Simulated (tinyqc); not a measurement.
Along the channel and with depth: stress in a transistor channel from embedded alloy regions, liners and fins, by half-space elasticity. Computed by tinyqc, a small Python program. Command: `OMP_NUM_THREADS=1 python tinyqc.py 3016789 3016790 out.jsonl stressor walk`. One thread of a shared host (Intel(R) Xeon(R) Processor @ 2.30GHz), about 0.01 s of CPU time with the checks.

Plane strain in an isotropic half-space, the same constants everywhere; x along the channel from its centre, y downwards from the free surface; stress is positive in tension.

Inputs (values chosen for the exercise, modelled on silicon): alloy fraction x = 0.012; lattice change per unit x, beta = -0.459; Young's modulus E = 166 GPa; Poisson ratio nu = 0.22; channel length L = 36 nm; length of each stressor S = 130 nm; recess depth d = 85 nm; depth of the field point y = 5.7 nm.

Stressor: Si(1-x)C(x) source and drain.

Method. Misfit e = beta x. A fully constrained inclusion holds the stress -p with p = E e/(1 - 2 nu); a blanket film would hold -E e/(1 - nu) in the plane. A line element dA of misfit at (a, c) in the half-space gives, with C = E e/(2 pi (1 - nu)), X = x - a, r1^2 = X^2 + (y - c)^2, r2^2 = X^2 + Y^2, Y = y + c: s_xx = -C dA {[X^2 - (y - c)^2]/r1^4 + 3 [X^2 - Y^2]/r2^4 + 4 y Y (Y^2 - 3 X^2)/r2^6}, s_yy = C dA {[X^2 - (y - c)^2]/r1^4 - [X^2 - Y^2]/r2^4 + 4 y Y (Y^2 - 3 X^2)/r2^6}. These are integrated over two rectangles, L/2 < |a| < L/2 + S, 0 < c < d (closed form in a, 200 Gauss-Legendre points in c).

misfit e = -0.005508

Stress (MPa):
```
2x/L  s_xx at y  s_yy at y  s_xx at d/2  s_xx at 1.5 d
0.0      844.72     -13.54       314.43        -189.37
0.2      831.90     -16.63       317.51        -189.98
0.4      790.60     -29.39       326.51        -191.75
0.6      714.61     -69.68       340.75        -194.58
0.8      618.22    -208.41       359.17        -198.30
```

Near the surface s_xx changes by -27 % from the centre to 2x/L = 0.8. At the centre, s_xx at half the recess depth is 0.37 of its value at y, and below the recess -0.22. An element acts with the sign of X^2 - (y - c)^2, so its direct term reverses where the offset in depth exceeds the lateral distance, and the image terms that amplify the stress near the surface fade with depth.
